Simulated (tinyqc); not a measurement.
From natural cooling rate back to reflectivity of the chamber walls r: rapid thermal processing of a wafer: radiative balance, ramp and cooling, pattern effects, pyrometer error and spike budget. Computed by tinyqc, a small Python program. Command: `OMP_NUM_THREADS=1 python tinyqc.py 3110076 3110077 out.jsonl rtp inv`. One thread of a shared host (Intel(R) Xeon(R) Processor @ 2.30GHz), about 0.04 s of CPU time with the checks.

The wafer is opaque and uniform through its thickness unless said otherwise; temperatures in formulas are in kelvin (C + 273.15). sigma = 5.670374419e-12 W/(cm^2 K^4).

Inputs (values chosen for the exercise, modelled on a hot silicon wafer):
```
quantity                                              value         unit
wafer thickness d                                       625   micrometre
heat capacity per volume C                             2.26   J/(cm^3 K)
thermal conductivity k                                 0.23     W/(cm K)
emissivity eps of each face                             0.7            -
gas heat-transfer coefficient h, both faces together      2  mW/(cm^2 K)
wall temperature T_w                                    700            K
process temperature                                     982            C
ramp rate                                               120          K/s
```

Method. Effective emissivity between parallel grey plates: eps_eff = 1/(1/eps + 1/(1 - r) - 1). Loss per area q(T) = 2 eps_eff sigma (T^4 - T_w^4) + h (T - T_w). Absorbed power during a ramp = q(T) + C d x ramp rate; thermal time constant tau = C d/(dq/dT), dq/dT = 8 eps_eff sigma T^3 + h; natural cooling rate q/(C d); front-to-back difference under one-sided heating at the end of the ramp = (absorbed power) d/(2 k).

Task: A run gave the result below. Find the reflectivity of the chamber walls r, known to lie between 0.22 and 0.59.

natural cooling rate = 101.3338 K/s

Result:

Each step takes the trial c = (a f_b - b f_a)/(f_b - f_a), f being the result less the target and a, b, c the logarithms of the listed values; c replaces end b, the old b replaces a if the sign of f changed, and otherwise f_a is halved.

Scan of the range:
```
reflectivity of the chamber walls r  natural cooling rate (K/s)
0.220                                                   113.079
0.259                                                   109.087
0.306                                                   104.138
0.360                                                    98.259
0.425                                                    90.893
0.501                                                    81.852
0.590                                                    70.627
```

False position (Illinois rule, in the logarithm of the input) inside the bracket:
```
step     end a     end b     trial  natural cooling rate (K/s)
1     0.306000  0.360000  0.330664                     101.479
2     0.360000  0.330664  0.331934                     101.341
3     0.360000  0.331934  0.332058                     101.327
4     0.331934  0.332058  0.332000                     101.334
5     0.332058  0.332000  0.332000                     101.334
```

Natural cooling rate falls at every point of a 13-point scan of the range (every second point is shown), so one value fits; it is bracketed by 0.306 and 0.360. Answer: reflectivity of the chamber walls r = 0.3320.
